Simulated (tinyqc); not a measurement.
Crystal pulling from the melt: segregation, interface stability, heat balance and point-defect regime: one step, computed by the program tinyqc.

A dilute solute; steady pulling with a flat interface unless it is found unstable.

Question. Concentration at the frozen fraction g. Axial profile: C_s = k_eff C0 (1 - g)^(k_eff - 1); bulk melt C_L = C_s/k_eff. Usable fraction: the g at which C_s has changed by 30 % from its first value (0.99 at most).

Inputs (values chosen for the exercise, modelled on aluminium in silicon): initial melt concentration C0 = 2.2e+18 1/cm^3; frozen fraction g = 0.14.

Loss from the melt surface: none.

k_eff = 0.002901893

Give: C_s; C_L; usable fraction.

Answer.

C_s = 7.420e+15 1/cm^3

C_L = 2.557e+18 1/cm^3

usable fraction = 0.2314

C_s rises along the crystal.
